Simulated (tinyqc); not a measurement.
UHF in the sto-3g basis, for BeH, spin multiplicity 2, step by step. This run ends on a higher stationary point, not on the lowest solution. One step of it, computed by the program tinyqc.

Question. Iteration 2: building the Fock matrix. J_ij = sum D_kl (ij|kl) with D = D(alpha) + D(beta), K_ij = sum D_kl (ik|jl) for each spin; F = H + J - K(s); E = tr D H + tr D J / 2 - 0.5 sum_s tr D(s) K(s) + E_nn.

D(alpha) after iteration 1:
```
            1Be 1s     1Be 2s   1Be 2px   1Be 2py    1Be 2pz      2H 1s
1Be 1s    1.006568  -0.037867  0.000000  0.000000  -0.060089  -0.093408
1Be 2s   -0.037867   0.210498  0.000000  0.000000   0.164170   0.251925
1Be 2px   0.000000   0.000000  0.625327  0.484038   0.000000   0.000000
1Be 2py   0.000000   0.000000  0.484038  0.374673   0.000000   0.000000
1Be 2pz  -0.060089   0.164170  0.000000  0.000000   0.128972   0.197950
2H 1s    -0.093408   0.251925  0.000000  0.000000   0.197950   0.303820
```

D(beta) after iteration 1:
```
            1Be 1s     1Be 2s   1Be 2px   1Be 2py    1Be 2pz      2H 1s
1Be 1s    1.003046  -0.023164  0.000000  0.000000  -0.054438  -0.086377
1Be 2s   -0.023164   0.149167  0.000000  0.000000   0.142039   0.228208
1Be 2px   0.000000   0.000000  0.000000  0.000000   0.000000   0.000000
1Be 2py   0.000000   0.000000  0.000000  0.000000   0.000000   0.000000
1Be 2pz  -0.054438   0.142039  0.000000  0.000000   0.136300   0.218953
2H 1s    -0.086377   0.228208  0.000000  0.000000   0.218953   0.351728
```

core Hamiltonian H = T + V (hartree):
```
            1Be 1s     1Be 2s    1Be 2px    1Be 2py    1Be 2pz      2H 1s
1Be 1s   -8.212308  -2.021841   0.000000   0.000000  -0.013753  -0.360683
1Be 2s   -2.021841  -2.434394   0.000000   0.000000  -0.126012  -0.936302
1Be 2px   0.000000   0.000000  -1.934731   0.000000   0.000000   0.000000
1Be 2py   0.000000   0.000000   0.000000  -1.934731   0.000000   0.000000
1Be 2pz  -0.013753  -0.126012   0.000000   0.000000  -2.029811  -1.032407
2H 1s    -0.360683  -0.936302   0.000000   0.000000  -1.032407  -1.842498
```

Two-electron integrals (ij|kl) in chemists' order, unique and non-zero (hartree):
```
(11|11) 2.298831   (21|11) 0.392036   (21|21) 0.079539   (22|11) 0.570988
(22|21) 0.143041   (22|22) 0.417683   (31|31) 0.014607   (32|31) 0.021888
(32|32) 0.092265   (33|11) 0.569578   (33|21) 0.143083   (33|22) 0.417589
(33|33) 0.449859   (41|41) 0.014607   (42|41) 0.021888   (42|42) 0.092265
(43|43) 0.024249   (44|11) 0.569578   (44|21) 0.143083   (44|22) 0.417589
(44|33) 0.401360   (44|44) 0.449859   (51|51) 0.014607   (52|51) 0.021888
(52|52) 0.092265   (53|53) 0.024249   (54|54) 0.024249   (55|11) 0.569578
(55|21) 0.143083   (55|22) 0.417589   (55|33) 0.401360   (55|44) 0.401360
(55|55) 0.449859   (61|11) 0.067815   (61|21) 0.013752   (61|22) 0.024947
(61|33) 0.024774   (61|44) 0.024774   (61|51) 0.001211   (61|52) 0.002292
(61|55) 0.025305   (61|61) 0.002492   (62|11) 0.175324   (62|21) 0.044622
(62|22) 0.143378   (62|33) 0.137813   (62|44) 0.137813   (62|51) 0.005820
(62|52) 0.036696   (62|55) 0.154377   (62|61) 0.008536   (62|62) 0.075310
(63|31) 0.003953   (63|32) 0.018850   (63|53) 0.006238   (63|63) 0.006623
(64|41) 0.003953   (64|42) 0.018850   (64|54) 0.006238   (64|64) 0.006623
(65|11) 0.192208   (65|21) 0.049490   (65|22) 0.166626   (65|33) 0.156769
(65|44) 0.156769   (65|51) 0.009395   (65|52) 0.056889   (65|55) 0.186173
(65|61) 0.009859   (65|62) 0.099226   (65|65) 0.134501   (66|11) 0.343736
(66|21) 0.089009   (66|22) 0.321309   (66|33) 0.298254   (66|44) 0.298254
(66|51) 0.013153   (66|52) 0.108597   (66|55) 0.367142   (66|61) 0.017398
(66|62) 0.217383   (66|65) 0.303207   (66|66) 0.774606
```

nuclear repulsion = 1.38076246 hartree

Give: Coulomb J; exchange K(alpha); exchange K(beta); F(alpha); F(beta); total energy of this density.

Answer.

Coulomb J (hartree):
```
         1Be 1s  1Be 2s  1Be 2px  1Be 2py  1Be 2pz   2H 1s
1Be 1s   6.0275  1.1481   0.0000   0.0000   0.0317  0.2031
1Be 2s   1.1481  2.2869   0.0000   0.0000   0.2045  0.8928
1Be 2px  0.0000  0.0000   2.2652   0.0235   0.0000  0.0000
1Be 2py  0.0000  0.0000   0.0235   2.2530   0.0000  0.0000
1Be 2pz  0.0317  0.2045   0.0000   0.0000   2.3331  1.0816
2H 1s    0.2031  0.8928   0.0000   0.0000   1.0816  2.2177
```

exchange K(alpha) (hartree):
```
          1Be 1s  1Be 2s  1Be 2px  1Be 2py  1Be 2pz   2H 1s
1Be 1s    2.3130  0.4289   0.0000   0.0000  -0.0032  0.0752
1Be 2s    0.4289  0.3626   0.0000   0.0000   0.1918  0.2958
1Be 2px   0.0000  0.0000   0.3392   0.2060   0.0000  0.0000
1Be 2py   0.0000  0.0000   0.2060   0.2325   0.0000  0.0000
1Be 2pz  -0.0032  0.1918   0.0000   0.0000   0.2562  0.3131
2H 1s     0.0752  0.2958   0.0000   0.0000   0.3131  0.5347
```

exchange K(beta) (hartree):
```
          1Be 1s  1Be 2s  1Be 2px  1Be 2py  1Be 2pz   2H 1s
1Be 1s    2.2975  0.4068   0.0000   0.0000  -0.0022  0.0724
1Be 2s    0.4068  0.2483   0.0000   0.0000   0.1862  0.2714
1Be 2px   0.0000  0.0000   0.0437   0.0000   0.0000  0.0000
1Be 2py   0.0000  0.0000   0.0000   0.0437   0.0000  0.0000
1Be 2pz  -0.0022  0.1862   0.0000   0.0000   0.2419  0.3219
2H 1s     0.0724  0.2714   0.0000   0.0000   0.3219  0.5602
```

F(alpha) (hartree):
```
          1Be 1s   1Be 2s  1Be 2px  1Be 2py  1Be 2pz    2H 1s
1Be 1s   -4.4978  -1.3026   0.0000   0.0000   0.0211  -0.2328
1Be 2s   -1.3026  -0.5101   0.0000   0.0000  -0.1133  -0.3393
1Be 2px   0.0000   0.0000  -0.0088  -0.1825   0.0000   0.0000
1Be 2py   0.0000   0.0000  -0.1825   0.0857   0.0000   0.0000
1Be 2pz   0.0211  -0.1133   0.0000   0.0000   0.0471  -0.2639
2H 1s    -0.2328  -0.3393   0.0000   0.0000  -0.2639  -0.1595
```

F(beta) (hartree):
```
          1Be 1s   1Be 2s  1Be 2px  1Be 2py  1Be 2pz    2H 1s
1Be 1s   -4.4823  -1.2805   0.0000   0.0000   0.0201  -0.2300
1Be 2s   -1.2805  -0.3958   0.0000   0.0000  -0.1077  -0.3149
1Be 2px   0.0000   0.0000   0.2868   0.0235   0.0000   0.0000
1Be 2py   0.0000   0.0000   0.0235   0.2746   0.0000   0.0000
1Be 2pz   0.0201  -0.1077   0.0000   0.0000   0.0614  -0.2727
2H 1s    -0.2300  -0.3149   0.0000   0.0000  -0.2727  -0.1850
```

total energy of this density = -14.782407 hartree
